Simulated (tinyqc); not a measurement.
Worked calculation: plane-wave Kohn-Sham cycle with exchange-only LDA in a layered model solid. One step of it, computed by the program tinyqc.

Task: Iteration 1: levels at that k. Diagonalise the Hermitian matrix.

H (hartree), lower triangle:
```
,-2,-1,+0,+1,+2
-2,0.101206
-1,-0.325000,-0.111127
+0,0.080000,-0.325000,-0.181905
+1,0.000000,0.080000,-0.325000,-0.111127
+2,0.000000,0.000000,0.080000,-0.325000,0.101206
```

Give: eigenvalues.

Result:

eigenvalues (hartree): -0.5983  -0.4013  -0.0939  0.3114  0.5804
